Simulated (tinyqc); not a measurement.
Worked calculation: RHF in the sto-3g basis, for H3-, spin multiplicity 1. The basis has no diffuse functions, so it cannot describe the extra electron: this is an exercise in the method, not the real anion. One step of it, computed by the program tinyqc.

Task: Orthogonalisation. S = U s U^T; symmetric (Loewdin) form X = U s^(-1/2) U^T, so that X^T S X = 1.

overlap S:
```
,1H 1s,2H 1s,3H 1s
1H 1s,1.000000,0.343193,0.343193
2H 1s,0.343193,1.000000,0.042389
3H 1s,0.343193,0.042389,1.000000
```

Give: eigenvalues of S; X.

Result:

eigenvalues of S: 0.5354  0.9576  1.5070

X:
```
,1H 1s,2H 1s,3H 1s
1H 1s,1.1027,-0.1950,-0.1950
2H 1s,-0.1950,1.0502,0.0284
3H 1s,-0.1950,0.0284,1.0502
```
